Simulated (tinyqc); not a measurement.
Inside a calculation. Method: one-electron ion in a basis of Gaussians. Computed by tinyqc, a small Python program that keeps every step. Settings: Z = 4, l = 0. Command: `OMP_NUM_THREADS=1 python tinyqc.py 30336 30337 out.jsonl` (the two numbers bound the seeds that draw the settings). One thread of a shared host (Intel(R) Xeon(R) Processor @ 2.60GHz), about 0.01 s of CPU time with the checks.

## Matrices over normalised Gaussians

exponents of r^l exp(-a r^2) (1/bohr^2): 1.705000  2.487000  3.629000  5.294000  7.723000  11.270000  16.440000

Z = 4

l = 0

With p = a_i + a_j and I(k) = Gamma((k+1)/2) / (2 p^((k+1)/2)): S = I(2l+2), T = (2l+3) a_i a_j S / p, V = -Z I(2l+1), each divided by sqrt(S_ii S_jj).

S, lower triangle:
```
          1         2         3         4         5         6         7
1  1.000000
2  0.973785  1.000000
3  0.900739  0.973735  1.000000
4  0.795467  0.900713  0.973771  1.000000
5  0.675380  0.795431  0.900775  0.973769  1.000000
6  0.555418  0.675242  0.795413  0.900696  0.973727  1.000000
7  0.445789  0.555400  0.675341  0.795426  0.900709  0.973777  1.000000
```

T (hartree), lower triangle:
```
          1         2         3         4          5          6          7
1  2.557500
2  2.955040  3.730500
3  3.134574  4.310795  5.443500
4  3.077626  4.572274  6.289818  7.941000
5  2.829831  4.489108  6.671724  9.175641  11.584500
6  2.467643  4.127208  6.550395  9.732893  13.386737  16.905000
7  2.065949  3.599338  6.022923  9.555802  14.198512  19.533045  24.660000
```

V (hartree), lower triangle:
```
           1           2           3           4           5           6           7
1  -8.334744
2  -8.998889  -10.066255
3  -9.389458  -10.869001  -12.159719
4  -9.498506  -11.340166  -13.128869  -14.686625
5  -9.359945  -11.471776  -13.698323  -15.857204  -17.738752
6  -9.030024  -11.304102  -13.857538  -16.545341  -19.153535  -21.428512
7  -8.570827  -10.905899  -13.655289  -16.737273  -19.983662  -23.136242  -25.880994
```

## Generalised eigenproblem

H = T + V (hartree), lower triangle:
```
           1          2          3          4          5          6          7
1  -5.777244
2  -6.043849  -6.335755
3  -6.254884  -6.558206  -6.716219
4  -6.420880  -6.767892  -6.839051  -6.745625
5  -6.530113  -6.982668  -7.026600  -6.681563  -6.154252
6  -6.562381  -7.176894  -7.307143  -6.812448  -5.766798  -4.523512
7  -6.504877  -7.306561  -7.632366  -7.181471  -5.785150  -3.603196  -1.220994
```

Solve H C = S C e through S^(-1/2); each column has its largest component positive (the first on a tie).

eigenvalues of S: 0.000002  0.000045  0.000755  0.009851  0.107350  0.968299  5.913698

eigenvalues (hartree): -7.864737  -1.276979  4.434319  14.934385  30.955202  59.720996  103.338676

coefficients:
```
           1           2           3            4            5            6            7
1  -1.365768   12.447518   23.085013    23.968192   -22.443203   -17.566537   -14.096944
2   4.027703  -30.475690  -74.586258   -94.515641   104.288512    88.555934    75.060331
3  -8.133252   35.835432  103.790825   155.212538  -211.943057  -203.951806  -189.946920
4   9.815229  -27.033974  -87.557139  -137.126802   237.386356   270.123912   293.011049
5  -8.762322   12.865170   50.788346    72.679439  -153.943796  -209.789344  -287.958362
6   4.832797   -3.544328  -19.050346   -23.540557    57.488700    85.551847   167.876217
7  -1.545963    0.218996    3.841516     3.204514   -11.126828   -12.746053   -44.264429
```

For Z = 4 and l = 0 the exact lowest level is -Z^2/(2 n^2) with n = l + 1: -8.000000 hartree. The basis is nearly linearly dependent, so rounded matrices do not reproduce these digits.
